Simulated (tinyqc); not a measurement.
Worked calculation: Hueckel theory of the pi electrons, for the molecule BC=C1C=N1 (SMILES; centres numbered as the heavy atoms are written). Computed by tinyqc, a small Python program that keeps every step. Settings: charge = 0. Command: `OMP_NUM_THREADS=1 python tinyqc.py 23377 23378 out.jsonl` (the two numbers bound the seeds that draw the settings). One thread of a shared host (Intel(R) Xeon(R) Processor @ 2.60GHz), about 0.01 s of CPU time with the checks.

## The Hueckel matrix

Centres:

| centre | z_r, pi electrons of the neutral centre | h |
|---|---|---|
| 1B | 0 | -0.930000 |
| 2C | 1 | 0.000000 |
| 3C | 1 | 0.000000 |
| 4C | 1 | 0.000000 |
| 5N | 1 | 0.450000 |

Bonds:

| i | j | k |
|---|---|---|
| 1 | 2 | 0.780000 |
| 2 | 3 | 1 |
| 3 | 4 | 1 |
| 4 | 5 | 0.980000 |
| 5 | 3 | 0.980000 |

H_rr = alpha + h_r beta, H_rs = k_rs beta for bonded centres.

Hueckel matrix in units of beta (H = alpha + beta A), lower triangle:
```
           1B        2C        3C        4C        5N
1B  -0.930000
2C   0.780000  0.000000
3C   0.000000  1.000000  0.000000
4C   0.000000  0.000000  1.000000  0.000000
5N   0.000000  0.000000  0.980000  0.980000  0.450000
```

## Orbitals

pi electrons, sum of z_r less the charge = 4

Diagonalise; E = alpha + x beta with beta < 0, so the largest x are filled first; degenerate levels share their electrons. P = sum n_i c_ri c_si; each orbital has its largest coefficient positive (the first on a tie).

x values: 2.296106  0.642761  -0.725164  -0.968254  -1.725449

occupations: 2.000000  2.000000  0.000000  0.000000  0.000000

coefficients:
```
         MO1        MO2        MO3        MO4        MO5
1B  0.066885   0.382796   0.294194   0.673890  -0.555262
2C  0.276640   0.771854   0.077258  -0.033050   0.566260
3C  0.583025   0.197537  -0.285496  -0.493633  -0.543948
4C  0.499096  -0.272315  -0.566603   0.547469   0.236616
5N  0.574440  -0.380174   0.710588  -0.037200   0.138447
```

charge and bond-order matrix P, lower triangle:
```
           1B         2C        3C        4C        5N
1B   0.302013
2C   0.627932   1.344578
3C   0.229224   0.627516  0.757878
4C  -0.141718  -0.144235  0.474386  0.646504
5N  -0.214215  -0.269051  0.519630  0.780455  0.949028
```

## Energy, charges, bond orders

E = sum n x; q_r = z_r - P_rr; bond order p = P_rs; free valence = sqrt(3) - sum of p over the bonds of the atom.

pi energy = 4 alpha + this times beta = 5.877735

pi charges: 1B -0.302013, 2C -0.344578, 3C 0.242122, 4C 0.353496, 5N 0.050972

Bond orders and lengths from R = 1.517 - 0.180 p (angstrom, C-C alone):

| bond | p | R |
|---|---|---|
| 1-2 | 0.627932 | - |
| 2-3 | 0.627516 | 1.404047 |
| 3-4 | 0.474386 | 1.431611 |
| 4-5 | 0.780455 | - |
| 5-3 | 0.519630 | - |

free valence of the carbons: 2C 0.476603, 3C 0.110519, 4C 0.477209

gap between the highest filled and the next level = 1.367925 |beta|
